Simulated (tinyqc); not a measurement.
Comparisons within one model: configuration-coordinate model of carrier capture at a defect. A value that a table varies takes the place of the one given here.

Two parabolas of equal curvature k in one coordinate Q: with the carrier free at the band edge, U_f = k Q^2/2; with the carrier trapped, U_t = k (Q - dQ)^2/2 - ET. ER = k dQ^2/2, Huang-Rhys factor S = ER/hw, hw = 0.0646541 sqrt(k/M) eV for k in eV/angstrom^2 and M in u. The curves cross at a height Eb = (ER - ET)^2/(4 ER) above the free minimum.

Multiphonon factor for giving p = ET/hw phonons to the lattice: W = exp(-S (2 nb + 1)) ((nb + 1)/nb)^(p/2) I_p(x), nb = 1/(exp(hw/kT) - 1), x = 2 S sqrt(nb (nb + 1)), I_p the modified Bessel function. Classical limit: W = hw exp(-Eb/kT)/sqrt(4 pi ER kT). At T = 0: exp(-S) S^p/Gamma(p + 1).

Constants: kB = 8.617333262e-05 eV/K.

Parameters, chosen for this exercise (of the size met at a DX centre in AlGaAs; shifted at random, so the results belong to these values and not to a real crystal):

| symbol | value | unit | meaning |
|---|---|---|---|
| ET | 0.18 | eV | thermal depth of the level below the band edge |
| ER | 0.93 | eV | relaxation energy |
| hw | 0.013 | eV | phonon energy of the mode |
| T | 150 | K | temperature |

## Capture against temperature

The local activation energy is -d ln W/d(1/kT), by central differences with T changed by 1 %.

Against T:

| T (K) | kT/hw | log10 W | log10 W, classical | activation energy (eV) |
|---|---|---|---|---|
| 40 | 0.265 | -14.470 | -20.240 | 0.0409 |
| 60 | 0.398 | -11.912 | -13.978 | 0.0830 |
| 80 | 0.530 | -9.924 | -10.865 | 0.1061 |
| 120 | 0.795 | -7.480 | -7.778 | 0.1257 |
| 160 | 1.061 | -6.123 | -6.253 | 0.1324 |
| 220 | 1.458 | -4.971 | -5.023 | 0.1352 |
| 300 | 1.989 | -4.145 | -4.166 | 0.1347 |
| 400 | 2.651 | -3.584 | -3.594 | 0.1319 |
| 550 | 3.646 | -3.140 | -3.143 | 0.1264 |

log10 W at T = 0 = -16.153
Eb = 0.1512 eV

At 40 K log10 W is -14.47, against -16.15 at T = 0 and -20.2 classically; at 550 K the two forms differ by 0.00. The activation energy read from an Arrhenius plot goes from 0.041 eV at 40 K to 0.126 at 550 K, with its largest value 0.135 at 220 K, against Eb = 0.151 eV; the classical form itself gives Eb - kT/2. A measured slope therefore understates the barrier.

## Capture against depth of the level

ET is varied at fixed ER, hw and T, as by moving the band edge with alloying or pressure.

Against ET:

| ET/ER | ET (eV) | Eb (eV) | log10 W | log10 W, classical |
|---|---|---|---|---|
| 0.10 | 0.093 | 0.1883 | -7.637 | -7.803 |
| 0.25 | 0.233 | 0.1308 | -5.722 | -5.870 |
| 0.50 | 0.465 | 0.0581 | -3.338 | -3.429 |
| 0.75 | 0.698 | 0.0145 | -1.941 | -1.964 |
| 1.00 | 0.930 | 0.0000 | -1.493 | -1.476 |
| 1.25 | 1.163 | 0.0145 | -1.948 | -1.964 |
| 1.50 | 1.395 | 0.0581 | -3.255 | -3.429 |
| 2.00 | 1.860 | 0.2325 | -8.223 | -9.287 |
| 3.00 | 2.790 | 0.9300 | -26.261 | -32.722 |

Capture is fastest at ET/ER = 1 among these rows, where the barrier vanishes or nearly so. The classical form is symmetric about ET = ER; the quantum one gives -3.34 at 0.5 and -3.26 at 1.5, against -3.43 for both. At ET = 3 ER it lies 6.5 decades above the classical value: deep levels capture by emitting many phonons, and the rate falls with depth by 19.4 decades per eV between the last two rows. Rows deeper than the gap of the host are formal.

## What each parameter does

Eb, log10 W and the full width 2.35482 sqrt(ER hw coth(hw/2kT)). Each row changes one parameter from the base and keeps the others.

Results:

| case | Eb (eV) | log10 W | full width (eV) |
|---|---|---|---|
| base | 0.1512 | -6.399 | 0.3800 |
| ET = 0.22 eV | 0.1355 | -5.878 | 0.3800 |
| ER = 0.98 eV | 0.1633 | -6.806 | 0.3900 |
| hw = 0.0156 eV | 0.1512 | -6.254 | 0.3862 |
| T = 180 K | 0.1512 | -5.656 | 0.4114 |

The largest shifts from the base row, up to three for each result and ties (the steps differ in size, so this ranks the rows, not the parameters). Eb (eV): ET -0.0157, ER +0.0121; unchanged at the printed digits by hw and T. log10 W: T +0.743, ET +0.521, ER -0.407. full width (eV): T +0.0314, ER +0.0101, hw +0.0062; unchanged at the printed digits by ET.

tinyqc: `OMP_NUM_THREADS=1 python tinyqc.py 1482492 1482493 out.jsonl`; about 0.01 s, one thread, shared Intel(R) Xeon(R) Processor @ 2.30GHz.
